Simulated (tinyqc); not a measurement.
From one set of inputs to another, one input at a time: Born-von Karman spring model of a cubic crystal with one atom per cell. Computed by tinyqc, a small Python program. Command: `OMP_NUM_THREADS=1 python tinyqc.py 3000225 3000226 out.jsonl springs ladder`. One thread of a shared host (Intel(R) Xeon(R) Processor @ 2.30GHz), about 0.3 s of CPU time with the checks.

First neighbours lie at a/2 (1,1,0) (12 of them), second at a (1,0,0) (6), with all permutations and signs; the volume per atom is Omega = a^3/4. Two shells of springs match a real metal only roughly, above all at the zone boundary.

The inputs printed are set A. Set A is modelled on aluminium; the values taken over come from a set modelled on copper. Inputs not listed in the table keep their values of set A, so the rows need not describe a real material.

Inputs (values chosen for the exercise, modelled on aluminium):
```
quantity                value           unit
lattice constant a       4.05       angstrom
atomic mass M           26.98              u
radial spring k1L        1.34  eV/angstrom^2
transverse spring k1T  -0.084  eV/angstrom^2
radial spring k2L        0.13  eV/angstrom^2
transverse spring k2T   -0.01  eV/angstrom^2
mesh divisions n            6              -
temperature T             200              K
```

Lattice: fcc.

Constants: 1 eV/angstrom^3 = 160.2176634 GPa; u = 1.6605390666e-27 kg; nu for 1 eV/(angstrom^2 u) = 15.6333042 THz; h x 1 THz = 4.135667696 meV; k_B = 8.617333262e-05 eV/K; hbar^2/u = 4.18015928e-03 eV angstrom^2; hbar = 1.054571817e-34 J s; k_B = 1.380649e-23 J/K.

Method:
- [ij,kl] = (1/(2 Omega)) sum_R K_ij R_k R_l; C11 = [xx,xx], C44 = [xx,yy], C12 = 2 [xy,xy] - C44; B = (C11 + 2 C12)/3; Zener ratio A = 2 C44/(C11 - C12). K(R) = kL n n^T + kT (1 - n n^T).
- rho = M/Omega and v = sqrt(C/rho), with C = C11, C44, C44 along [100]; (C11 + C12 + 2 C44)/2, C44, (C11 - C12)/2 along [110]; (C11 + 2 C12 + 4 C44)/3 and twice (C11 - C12 + C44)/3 along [111].
- A neighbour at R with unit vector n couples by the matrix K(R) = kL n n^T + kT (1 - n n^T), and D(q) = (1/M) sum_R K(R) [1 - cos(q.R)].
- An eigenvalue lambda of D in eV/(angstrom^2 u) gives nu = 15.6333042 THz x sqrt(lambda).
- Mesh: q = sum_i (m_i + 1/2)/n b_i, m_i = 0..n-1, with b = [[-1, 1, 1], [1, -1, 1], [1, 1, -1]] in 2 pi/a; sums are averages over the n^3 points, per atom.
- With x = h nu/(k_B T) and n = 1/(exp(x) - 1) for each mode: F = k_B T [x/2 + ln(1 - exp(-x))], U = k_B T x (n + 1/2), S/k_B = x n - ln(1 - exp(-x)), C/k_B = x^2 n (n + 1).
- <u_x^2> = (1/3) sum over modes of hbar^2/(2 M h nu) coth(x/2); zero-point energy = sum h nu/2. <u_x^2> converges slowly with the mesh, from below, with an error of order 1/n.
- Christoffel matrix G_xx = C11 n_x^2 + C44 (1 - n_x^2), G_xy = (C12 + C44) n_x n_y, with eigenvalues rho v^2; v_m^-3 is the mean of v^-3 over three branches and all directions (12 Gauss-Legendre points in cos(theta) times 24 angles phi = (j + 1/2) pi/12); q_D = (6 pi^2/Omega)^(1/3); Theta = hbar v_m q_D/k_B.

Each row keeps all changes above it:
```
input moved                              from      to  C11 (GPa)  elastic Debye temperature (K)  entropy S (k_B/atom)
set A                                       -       -     119.95                         459.07                2.1716
radial spring k2L (eV/angstrom^2)        0.13   0.018     102.22                         416.16                2.2635
lattice constant a (angstrom)            4.05    3.61     114.68                         416.16                2.2635
radial spring k1L (eV/angstrom^2)        1.34    1.79     154.63                         506.70                1.8517
transverse spring k1T (eV/angstrom^2)  -0.084  -0.077     155.25                         512.73                1.8369
atomic mass M (u)                       26.98   63.55     155.25                         334.08                2.9102
```

Which inputs carry the difference?

C11 goes from 120 to 155, a factor 1.29 in all. The largest single move comes from radial spring k1L (a factor 1.35), and radial spring k2L works against it (a factor 0.852). Elastic Debye temperature goes from 459 to 334, a factor 0.728 in all. The largest single move comes from atomic mass M (a factor 0.652), and radial spring k1L works against it (a factor 1.22). Entropy S goes from 2.17 to 2.91, a factor 1.34 in all. The largest single move comes from atomic mass M (a factor 1.58), and radial spring k1L works against it (a factor 0.818). The single moves hold for this order of the switches; the total does not depend on the order.

Extremes, crossings and ranges named in words are read from the listed rows.
